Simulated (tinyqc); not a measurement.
# From the Foster terms back to the ladder

Inverse problem. A two-node ladder (R1 between the nodes, R2 to ambient, C1 and C2 to ambient) has Z(t) = r_1 (1 - exp(-t/tau_1)) + r_2 (1 - exp(-t/tau_2)) at node 1. Find C1, R1, R2 and C2.

tau_1, tau_2 (ms): 0.23865477  0.76184523
r_1, r_2 (K/W): 0.45772618  0.49227382

Answer. The initial slope gives 1/C1 = sum r/tau, the initial curvature 1/(R1 C1^2) = sum r/tau^2, the final value R1 + R2 = sum r, and the determinant tau_1 tau_2 = R1 R2 C1 C2.

C1 = 0.3900 mJ/K
R1 = 0.7400 K/W
R2 = 0.2100 K/W
C2 = 3.000 mJ/K

Computed by the program tinyqc: `OMP_NUM_THREADS=1 python tinyqc.py 2520066 2520067 out.jsonl`, one thread of a shared Intel Xeon 2.30GHz, about 0.01 s for the whole run.
